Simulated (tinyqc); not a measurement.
Yield per ion against the flux ratio: ion-assisted plasma etching: sheath, surface coverage, synergy and aspect-ratio dependence. Computed by tinyqc, a small Python program. Command: `OMP_NUM_THREADS=1 python tinyqc.py 3008857 3008858 out.jsonl etch walk`. One thread of a shared host (Intel(R) Xeon(R) Processor @ 2.30GHz), about 0.06 s of CPU time with the checks.

Radicals adsorb on bare sites; ions remove covered sites with a high yield and bare sites by sputtering; a slow spontaneous reaction acts everywhere, walls included.

Inputs (values chosen for the exercise, close to those used for silicon in a halogen plasma):

| quantity | value | unit |
|---|---|---|
| plasma density n_e | 3e+10 | 1/cm^3 |
| electron temperature T_e | 3.4 | eV |
| ion mass M_i | 35.5 | u |
| sheath voltage V | 730 | V |
| radical density n | 1.1e+13 | 1/cm^3 |
| radical mass M_n | 35.5 | u |
| gas temperature T_g | 300 | K |
| sticking coefficient s | 0.41 | - |
| radicals per removed unit x | 3 | - |
| yield slope b | 0.3 | eV^(-1/2) |
| threshold E_th | 16 | eV |
| sputter slope b_p | 0.021 | eV^(-1/2) |
| sputter threshold E_p | 36 | eV |
| spontaneous reaction probability k_c | 0.0002 | - |
| solid density N | 5e+22 | 1/cm^3 |
| ion temperature T_i | 0.45 | eV |

Feature: round hole.

Constants: e = 1.602176634e-19 C; u = 1.6605390666e-27 kg; k_B = 1.380649e-23 J/K; eps_0 = 8.8541878128e-12 F/m.

Method:
- Bohm speed u_B = sqrt(e T_e/M_i); ion flux G_i = 0.61 n_e u_B; radical flux G_n = n c/4 with c = sqrt(8 k_B T_g/(pi M_n)).
- Debye length lambda_D = sqrt(eps_0 T_e/(e n_s)) with n_s = 0.61 n_e, T_e in volts; Child-law sheath d = (sqrt2/3) lambda_D (2 V/T_e)^(3/4); ion energy E = V + T_e/2; angular spread = arctan(sqrt(T_i/E)).
- Yields: Y = b (sqrt(E) - sqrt(E_th)) on covered sites, Y_p = b_p (sqrt(E) - sqrt(E_p)) on bare ones (zero below threshold).
- Steady coverage: s G_n (1 - theta) = x Y G_i theta; removal flux = Y G_i theta + Y_p G_i (1 - theta) + k_c G_n; rate = flux/N, 1 cm/s = 6e8 nm/min.
- The ion flux is fixed and the radical flux set by the ratio; the removal per ion is the removal flux over G_i.

yield Y = 6.91499

sputter yield Y_p = 0.442049

ion flux G_i = 5.56297e+15 1/(cm^2 s)

Open field:

| G_n/G_i | theta | rate (nm/min) | removal per ion |
|---|---|---|---|
| 0.3 | 0.00589 | 32.06 | 0.4803 |
| 1 | 0.01938 | 37.90 | 0.5677 |
| 3 | 0.05597 | 53.74 | 0.8050 |
| 10 | 0.16502 | 100.95 | 1.5122 |
| 30 | 0.37222 | 190.75 | 2.8574 |
| 100 | 0.66402 | 317.77 | 4.7602 |
| 300 | 0.85568 | 403.26 | 6.0408 |
| 1000 | 0.95184 | 454.16 | 6.8032 |
| 3000 | 0.98341 | 494.50 | 7.4076 |

What does the comparison show, and why?

Coverage reaches one half at G_n/G_i = x Y/s = 50.6. Below that the ion-assisted part follows the radical flux, on top of the sputter floor Y_p = 0.442; above it the ion-assisted part saturates at Y = 6.91 per ion, and the further rise to 7.41 comes from the spontaneous reaction, which costs anisotropy. Caution: a sheath of several millimetres is collisional at usual pressures, which lowers the ion energy and widens the angles.
